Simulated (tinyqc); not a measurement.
Density of states of one tight-binding band on the triangular lattice, step by step. Values are carried at full precision from step to step, so a last printed digit may differ when a step is redone from the rounded ones.

E(k) = -2 t (cos 2 pi k1 + cos 2 pi k2 + cos 2 pi (k1 + k2)); k in fractions of the reciprocal vectors, mesh k_i = j/N with j = 0 .. N-1. Densities are per cell and per spin, so the band holds one state.

Parameters, chosen for this exercise: t = 0.99 eV (nearest hopping); N = 8 (mesh points along each axis); bins = 6 (bins of the histogram); E_lo = -6.013 eV (lower end of the histogram); E_hi = 3.017 eV (upper end); E = -3.97 eV (energy at which the density is wanted); sigma = 0.198 eV (Gaussian width).

## Energies on the mesh

Evaluate the band at all 64 points and collect equal values.

Distinct energies:
```
E_k (eV)  points
-5.9400        1
-4.7801        6
-2.8001        6
-1.9800        6
0.0000        12
0.8201         6
1.9800        21
2.8001         6
```

The 64 points give 8 distinct energies between -5.9400 and 2.8001 eV; a dense mesh gives a band from -5.940 to 2.970 eV.

## Histogram

Count the points in equal bins from E_lo to E_hi; g = count/(all points x bin width).

Histogram:
```
from (eV)  to (eV)  points  g (1/eV)
-6.0130    -4.5080       7    0.0727
-4.5080    -3.0030       0    0.0000
-3.0030    -1.4980      12    0.1246
-1.4980     0.0070      12    0.1246
0.0070      1.5120       6    0.0623
1.5120      3.0170      27    0.2803
```

Empty bins: 1 of 6; the fullest holds 27 points. Empty bins inside the band come from the coarse mesh, not from gaps.

## Gaussian broadening at one energy

Gaussian broadening: g(E) = mean over the mesh of exp(-(E - E_k)^2/(2 sigma^2))/(sigma sqrt(2 pi)), n(E) = mean of erfc((E_k - E)/(sigma sqrt 2))/2.

Sum over the distinct energies with their counts.

n(E) = 0.1094
g(E) = 0.0000 1/eV

## One triangle of the mesh

For corner energies e1 <= e2 <= e3 and eij = ei - ej, the share of the triangle below E is n = (E - e1)^2/(e21 e31) for e1 < E < e2 and n = 1 - (e3 - E)^2/(e31 e32) for e2 < E < e3; its density of states is g = dn/dE.

corner energies, sorted (eV): [-4.7801, -2.8001, -1.9800]

Find its share below E and its density of states at E.

n = 0.1184
g = 0.2922 1/eV

E lies between corners 1 and 2.

## Sum over all linear triangles

Each cell of the mesh is cut along (i+1, j)-(i, j+1) into two triangles. For corner energies e1 <= e2 <= e3 and eij = ei - ej, the share of the triangle below E is n = (E - e1)^2/(e21 e31) for e1 < E < e2 and n = 1 - (e3 - E)^2/(e31 e32) for e2 < E < e3; its density of states is g = dn/dE.

Average n and g over all pieces of the mesh. The reference uses the same method with N = 240.

n(E) = 0.0885
g(E) = 0.0554 1/eV
reference n(E) = 0.100
reference g(E) = 0.056 1/eV

On this mesh the linear method errs by -0.001 1/eV in g and -0.012 in n; the Gaussian sum erred by -0.056 and +0.009.

## Checks

- States below the top of the band by the linear method against one: both 1.000000.

(tinyqc, `OMP_NUM_THREADS=1 python tinyqc.py 1682337 1682338 out.jsonl`, Intel(R) Xeon(R) Processor @ 2.30GHz, 1 thread, shared host, about 0.08 s.)
